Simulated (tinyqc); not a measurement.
Inside a calculation. Method: Hueckel theory of the pi electrons, for the molecule Clc1ccccc1-c1ccncc1 (SMILES; centres numbered as the heavy atoms are written). One step of it, computed by the program tinyqc.

Problem. Orbitals. Diagonalise; E = alpha + x beta with beta < 0, so the largest x are filled first; degenerate levels share their electrons. P = sum n_i c_ri c_si; each orbital has its largest coefficient positive (the first on a tie).

Hueckel matrix in units of beta (H = alpha + beta A), lower triangle:
```
,1Cl,2C,3C,4C,5C,6C,7C,8C,9C,10C,11N,12C,13C
1Cl,1.870000
2C,0.350000,0.000000
3C,0.000000,1.000000,0.000000
4C,0.000000,0.000000,1.000000,0.000000
5C,0.000000,0.000000,0.000000,1.000000,0.000000
6C,0.000000,0.000000,0.000000,0.000000,1.000000,0.000000
7C,0.000000,1.000000,0.000000,0.000000,0.000000,1.000000,0.000000
8C,0.000000,0.000000,0.000000,0.000000,0.000000,0.000000,1.000000,0.000000
9C,0.000000,0.000000,0.000000,0.000000,0.000000,0.000000,0.000000,1.000000,0.000000
10C,0.000000,0.000000,0.000000,0.000000,0.000000,0.000000,0.000000,0.000000,1.000000,0.000000
11N,0.000000,0.000000,0.000000,0.000000,0.000000,0.000000,0.000000,0.000000,0.000000,1.000000,0.500000
12C,0.000000,0.000000,0.000000,0.000000,0.000000,0.000000,0.000000,0.000000,0.000000,0.000000,1.000000,0.000000
13C,0.000000,0.000000,0.000000,0.000000,0.000000,0.000000,0.000000,1.000000,0.000000,0.000000,0.000000,1.000000,0.000000
```

pi electrons, sum of z_r less the charge = 14

Give: x values; occupations; coefficients; charge and bond-order matrix P.

Solution.

x values: 2.327  2.040  1.838  1.420  1.000  0.968  0.764  -0.625  -1.000  -1.011  -1.234  -1.849  -2.269

occupations: 2.000  2.000  2.000  2.000  2.000  2.000  2.000  0.000  0.000  0.000  0.000  0.000  0.000

coefficients:
```
,MO1,MO2,MO3,MO4,MO5,MO6,MO7,MO8,MO9,MO10,MO11,MO12,MO13
1Cl,0.234,0.565,0.760,-0.002,0.000,-0.176,0.106,0.040,0.000,-0.061,0.013,-0.024,0.026
2C,0.305,0.274,-0.070,0.003,0.000,0.454,-0.333,-0.284,0.000,0.504,-0.114,0.256,-0.311
3C,0.203,0.230,-0.174,0.306,0.000,0.523,0.117,-0.124,0.000,-0.494,-0.277,-0.331,0.223
4C,0.166,0.194,-0.250,0.432,0.000,0.052,0.423,0.362,0.000,-0.005,0.456,0.356,-0.196
5C,0.184,0.167,-0.286,0.307,0.000,-0.472,0.206,-0.102,0.000,0.499,-0.286,-0.328,0.221
6C,0.262,0.146,-0.275,0.004,0.000,-0.509,-0.265,-0.298,0.000,-0.499,-0.104,0.249,-0.306
7C,0.426,0.131,-0.220,-0.301,0.000,-0.021,-0.409,0.288,0.000,0.006,0.413,-0.133,0.473
8C,0.423,-0.152,-0.059,-0.435,0.000,0.035,0.286,0.402,0.000,-0.011,-0.293,-0.259,-0.456
9C,0.279,-0.221,0.055,-0.158,0.500,0.027,0.314,-0.270,0.500,0.003,-0.026,0.306,0.281
10C,0.227,-0.298,0.161,0.210,0.500,-0.008,-0.046,-0.234,-0.500,0.008,0.325,-0.307,-0.182
11N,0.248,-0.388,0.241,0.456,0.000,-0.035,-0.349,0.416,0.000,-0.011,-0.375,0.261,0.131
12C,0.227,-0.298,0.161,0.210,-0.500,-0.008,-0.046,-0.234,0.500,0.008,0.325,-0.307,-0.182
13C,0.279,-0.221,0.055,-0.158,-0.500,0.027,0.314,-0.270,-0.500,0.003,-0.026,0.306,0.281
```

charge and bond-order matrix P, lower triangle:
```
,1Cl,2C,3C,4C,5C,6C,7C,8C,9C,10C,11N,12C,13C
1Cl,1.986
2C,0.116,0.981
3C,-0.071,0.672,1.009
4C,-0.014,0.011,0.661,0.992
5C,0.049,-0.321,-0.007,0.659,1.006
6C,-0.007,-0.007,-0.323,0.008,0.677,0.991
7C,-0.064,0.614,0.007,-0.305,-0.007,0.618,1.010
8C,-0.014,0.021,-0.040,-0.018,-0.043,0.019,0.372,0.955
9C,0.022,-0.143,-0.002,0.111,0.004,-0.144,-0.007,0.616,1.008
10C,0.006,-0.023,0.008,0.020,0.009,-0.022,-0.044,0.054,0.681,0.925
11N,-0.019,0.109,-0.001,-0.094,-0.006,0.110,0.016,-0.299,-0.029,0.646,1.202
12C,0.006,-0.023,0.008,0.020,0.009,-0.022,-0.044,0.054,-0.319,-0.075,0.646,0.925
13C,0.022,-0.143,-0.002,0.111,0.004,-0.144,-0.007,0.616,0.008,-0.319,-0.029,0.681,1.008
```
